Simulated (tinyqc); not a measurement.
From one set of inputs to another, one input at a time: atomic layer deposition: Langmuir saturation, growth per cycle and coating of deep features. Computed by tinyqc, a small Python program. Command: `OMP_NUM_THREADS=1 python tinyqc.py 3005168 3005169 out.jsonl ald ladder`. One thread of a shared host (Intel(R) Xeon(R) Processor @ 2.30GHz), about 0.05 s of CPU time with the checks.

Precursor A sticks only on free sites, so a long enough pulse saturates; co-reactant B then frees the sites again.

The inputs printed are set A. Set A is modelled on aluminium oxide from trimethylaluminium and water; the values taken over come from a set modelled on titanium nitride from the chloride and ammonia. Inputs not listed in the table keep their values of set A, so the rows need not describe a real material.

Inputs (values chosen for the exercise, modelled on aluminium oxide from trimethylaluminium and water):
```
quantity,value,unit
precursor mass M,72,u
site density q,4.6,1/nm^2
growth per cycle at saturation G,1.1,angstrom
sticking probability beta on free sites,0.00057,-
precursor pressure p,4.8,Pa
temperature T,275,C
pulse time t,1.8,s
co-reactant completion per pulse c_B,0.999,-
desorption energy E_d,2.02,eV
purge time t_p,6.7,s
aspect ratio a,120,-
```

Feature: long trench.

Constants: u = 1.6605390666e-27 kg; k_B = 1.380649e-23 J/K; k_B = 8.617333262e-05 eV/K.

Method:
- Wall flux F = p/sqrt(2 pi M k_B T); rate of filling k_a = beta F/q; desorption k_d = 1e13 exp(-E_d/(k_B T)) per second. 1/m^2 = 1e-18/nm^2.
- Temperatures in kelvin are T(C) + 273.15.
- One cycle from coverage th0: pulse A gives th1 = th_s + (th0 - th_s) exp(-(k_a + k_d) t), th_s = k_a/(k_a + k_d); the purge leaves th2 = th1 exp(-k_d t_p); pulse B converts c_B th2 into film and leaves th3 = (1 - c_B) th2. Growth = G c_B th2.
- The periodic state has th0 = th3: th0 = (1 - c_B) e_p th_s (1 - e_a)/(1 - (1 - c_B) e_p e_a), with e_a = exp(-(k_a + k_d) t), e_p = exp(-k_d t_p).
- Share of impinging molecules used = q (th1 - th0)/(F t).
- Diffusion-limited filling (Gordon) of a long trench of width w, hydraulic diameter 2w, so that a is replaced by a/2 in the hole formula: t = (q/F)(1 + 19a/8 + 3a^2/8). Reaction-limited filling needs ln(100)/k_a at any depth, k_a = beta F/q. Flow is molecular. The front picture holds when the modulus (a/2) sqrt(beta) is well above 1.
- Depth reached by the given pulse: solve the same formula for a. Exposure = p x diffusion-limited time; 1 langmuir = 1.33322e-4 Pa s.

Each row keeps all changes above it:
```
input moved,from,to,diffusion-limited time (s),"time to 99 % without desorption, ln(100)/k_a (s)",share of impinging molecules used
set A,-,-,0.41086,0.58379,4.0103e-05
sticking probability beta on free sites,0.00057,0.096,0.41086,0.00347,4.0103e-05
precursor pressure p (Pa),4.8,5.2,0.37926,0.00320,3.7019e-05
precursor mass M (u),72,190,0.61609,0.00520,6.0135e-05
aspect ratio a,120,140,0.83252,0.00520,6.0135e-05
purge time t_p (s),6.7,1.9,0.83252,0.00520,6.0135e-05
site density q (1/nm^2),4.6,2.1,0.38006,0.00237,2.7453e-05
growth per cycle at saturation G (angstrom),1.1,0.36,0.38006,0.00237,2.7453e-05
```

Where does the difference come from?

Diffusion-limited time goes from 0.411 to 0.380, a factor 0.925 in all. The largest single move comes from site density q (a factor 0.457), and precursor mass M works against it (a factor 1.62). Time to 99 % without desorption, ln(100)/k_a goes from 0.584 to 0.00237, a factor 0.00406 in all. The largest single move comes from sticking probability beta on free sites (a factor 0.00594). Share of impinging molecules used goes from 4.01e-5 to 2.75e-5, a factor 0.685 in all. The largest single move comes from site density q (a factor 0.457), and precursor mass M works against it (a factor 1.62). The single moves hold for this order of the switches; the total does not depend on the order.

Caution (rows set A): the modulus is not well above 1 or the Gordon time is under three times ln(100)/k_a, so there is no sharp front: the Gordon time is only a lower bound and the reaction time must be met as well. Caution (all rows): for a long trench the a/2 rule ignores the ln(a)/a transmission of a slit, so times at large a are too long.

Extremes, crossings and ranges named in words are read from the listed rows.
